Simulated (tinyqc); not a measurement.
Plane-wave Kohn-Sham cycle with exchange-only LDA in a layered model solid, step by step. Computed by tinyqc, a small Python program that keeps every step. Settings: points = 16, plane-wave index or count = 2, electrons = 2, k points = 2, area = 10.0, mixing = 0.8, iteration cap = 68, Pulay depth = 5. Command: `OMP_NUM_THREADS=1 python tinyqc.py 21156 21157 out.jsonl` (the two numbers bound the seeds that draw the settings). One thread of a shared host (Intel(R) Xeon(R) Processor @ 2.60GHz), about 0.01 s of CPU time with the checks. Later iterations appear only in the table of the cycle.

## Iteration 1: potential

A solid whose potential varies along x alone (atomic units):
```
parameter                      value
period a                   17.000000
cross-section of the cell  10.000000
electrons per cell                 2
grid points                       16
plane waves -n..n, n               2
k points                           2
V1 in V1 cos(2 pi x/a)     -0.120000
V2 in V2 cos(4 pi x/a)      0.080000
```

density at the start, on the grid x_j = j a/N (e/bohr^3): 0.01176471  0.01176471  0.01176471  0.01176471  0.01176471  0.01176471  0.01176471  0.01176471  0.01176471  0.01176471  0.01176471  0.01176471  0.01176471  0.01176471  0.01176471  0.01176471

V_H(G) = 4 pi rho(G)/G^2 for G != 0 (uniform background); v_x = -(3 rho/pi)^(1/3); V = V_ext + V_H + v_x; Fourier components f(G_m) = (1/N) sum_j f(x_j) exp(-i G_m x_j).

Potentials on the grid (hartree):
```
x              V_ext       V_H        v_x          V
0.000000   -0.040000  0.000000  -0.223967  -0.263967
1.062500   -0.054297  0.000000  -0.223967  -0.278264
2.125000   -0.084853  0.000000  -0.223967  -0.308820
3.187500   -0.102491  0.000000  -0.223967  -0.326458
4.250000   -0.080000  0.000000  -0.223967  -0.303967
5.312500   -0.010647  0.000000  -0.223967  -0.234614
6.375000    0.084853  0.000000  -0.223967  -0.139114
7.437500    0.167434  0.000000  -0.223967  -0.056533
8.500000    0.200000  0.000000  -0.223967  -0.023967
9.562500    0.167434  0.000000  -0.223967  -0.056533
10.625000   0.084853  0.000000  -0.223967  -0.139114
11.687500  -0.010647  0.000000  -0.223967  -0.234614
12.750000  -0.080000  0.000000  -0.223967  -0.303967
13.812500  -0.102491  0.000000  -0.223967  -0.326458
14.875000  -0.084853  0.000000  -0.223967  -0.308820
15.937500  -0.054297  0.000000  -0.223967  -0.278264
```

V(G_m), m = 0, 1, 2, ... (hartree): -0.223967  -0.060000  0.040000  0.000000  0.000000

## Iteration 1: Hamiltonian at one k

k = 0.250000 2 pi / a

H(m,m') = (k + G_m)^2/2 delta + V(G_m - G_m'), with V(-G) = V(G).

H (hartree), lower triangle:
```
           -2         -1         +0         +1        +2
-2  -0.014793
-1  -0.060000  -0.185547
+0   0.040000  -0.060000  -0.219698
+1   0.000000   0.040000  -0.060000  -0.117246
+2   0.000000   0.000000   0.040000  -0.060000  0.121811
```

## Iteration 1: levels at that k

Diagonalise the Hermitian matrix.

eigenvalues (hartree): -0.271181  -0.212689  -0.097407  0.020099  0.145706

## Iteration 1: new density

Motion across x is left out: the lowest 1 band(s) hold two electrons at each of the k points (j + 1/2)/nk - 1/2. Residual R = rho(out) - rho(in); rho(new) = rho(in) + 0.8 R. rho(out) = 2/(a A nk) sum |psi|^2 with psi = sum c exp(i G x). Harris energy E = band energy - dV sum rho (V_H/2 + v_x) + (3/4) dV sum rho v_x with rho(in), dV = a A/N, band energy = (2/nk) sum of the filled levels.

rho(out) (e/bohr^3): 0.02466950  0.02394700  0.02149880  0.01702785  0.01118312  0.00564943  0.00198868  0.00043455  0.00010695  0.00043455  0.00198868  0.00564943  0.01118312  0.01702785  0.02149880  0.02394700

density after iteration 1 (e/bohr^3): 0.02208854  0.02151054  0.01955198  0.01597522  0.01129944  0.00687248  0.00394389  0.00270058  0.00243850  0.00270058  0.00394389  0.00687248  0.01129944  0.01597522  0.01955198  0.02151054

energy per cell = -0.43037928 hartree

## Iteration 2: potential

As before.

Potentials on the grid (hartree):
```
x              V_ext        V_H        v_x          V
0.000000   -0.040000   0.964536  -0.276299   0.648237
1.062500   -0.054297   0.891974  -0.273868   0.563809
2.125000   -0.084853   0.682783  -0.265290   0.332641
3.187500   -0.102491   0.365084  -0.248012   0.014581
4.250000   -0.080000  -0.010990  -0.220975  -0.311964
5.312500   -0.010647  -0.380762  -0.187224  -0.578632
6.375000    0.084853  -0.682976  -0.155584  -0.753707
7.437500    0.167434  -0.876296  -0.137133  -0.845996
8.500000    0.200000  -0.942172  -0.132545  -0.874717
9.562500    0.167434  -0.876296  -0.137133  -0.845996
10.625000   0.084853  -0.682976  -0.155584  -0.753707
11.687500  -0.010647  -0.380762  -0.187224  -0.578632
12.750000  -0.080000  -0.010990  -0.220975  -0.311964
13.812500  -0.102491   0.365084  -0.248012   0.014581
14.875000  -0.084853   0.682783  -0.265290   0.332641
15.937500  -0.054297   0.891974  -0.273868   0.563809
```

V(G_m), m = 0, 1, 2, ... (hartree): -0.211564  0.382393  0.049754  -0.001905  -0.000517

## Iteration 2: Hamiltonian at one k

k = 0.250000 2 pi / a

As before.

H (hartree), lower triangle:
```
           -2         -1         +0         +1        +2
-2  -0.002389
-1   0.382393  -0.173144
+0   0.049754   0.382393  -0.207295
+1  -0.001905   0.049754   0.382393  -0.104842
+2  -0.000517  -0.001905   0.049754   0.382393  0.134214
```

## Iteration 2: levels at that k

As before.

eigenvalues (hartree): -0.752019  -0.466755  -0.090796  0.340380  0.615735

## Iteration 2: new density

B (overlaps of the stored error matrices):
```
                1               2
1   1.3675162e-03  -3.0750214e-03
2  -3.0750214e-03   8.4013723e-03
```

Motion across x is left out: the lowest 1 band(s) hold two electrons at each of the k points (j + 1/2)/nk - 1/2. Residual R = rho(out) - rho(in); rho(new) = rho(in) + 0.8 R; Pulay mixing then takes sum c_i of the stored mixed densities, with c from B_ij = sum R_i R_j as in DIIS. rho(out) = 2/(a A nk) sum |psi|^2 with psi = sum c exp(i G x). Harris energy E = band energy - dV sum rho (V_H/2 + v_x) + (3/4) dV sum rho v_x with rho(in), dV = a A/N, band energy = (2/nk) sum of the filled levels.

rho(out) (e/bohr^3): 0.00003847  0.00000758  0.00001923  0.00002795  0.00102740  0.00714401  0.02185185  0.03987929  0.04828219  0.03987929  0.02185185  0.00714401  0.00102740  0.00002795  0.00001923  0.00000758

DIIS coefficients: 0.720927  0.279073

density after iteration 2 (e/bohr^3): 0.01716568  0.01670983  0.01519114  0.01241486  0.00900612  0.00693310  0.00794198  0.01100103  0.01267348  0.01100103  0.00794198  0.00693310  0.00900612  0.01241486  0.01519114  0.01670983

energy per cell = -1.80750252 hartree

## Convergence

Stop when sqrt(dV sum R^2) is below 1e-8, dV = a A/N.

Course of the cycle:
```
iteration  E (hartree)  norm of the residual
1          -0.43037928              1.21e-01
2          -1.80750252              2.99e-01
3          -0.57006602              1.62e-01
4          -0.38514703              9.68e-02
5          -0.38761048              9.80e-02
6          -0.37112528              1.18e-01
7          -0.51733316              2.32e-01
8          -0.45884447              1.32e-01
9          -0.38795139              1.01e-01
10         -0.34585736              2.47e-02
11         -0.34435117              9.29e-03
...                ...                   ...
17         -0.34431398              9.51e-03
18         -0.34419491              7.61e-04
19         -0.34419346              3.18e-04
20         -0.34419340              3.30e-04
21         -0.34419331              3.25e-05
22         -0.34419331              1.36e-05
23         -0.34419331              1.87e-06
24         -0.34419331              7.22e-07
25         -0.34419331              2.90e-08
26         -0.34419331              2.52e-08
27         -0.34419331              9.21e-09
```

Converged in 27 iterations. Before convergence this energy mixes input and output and is not variational, so it may rise towards its limit.
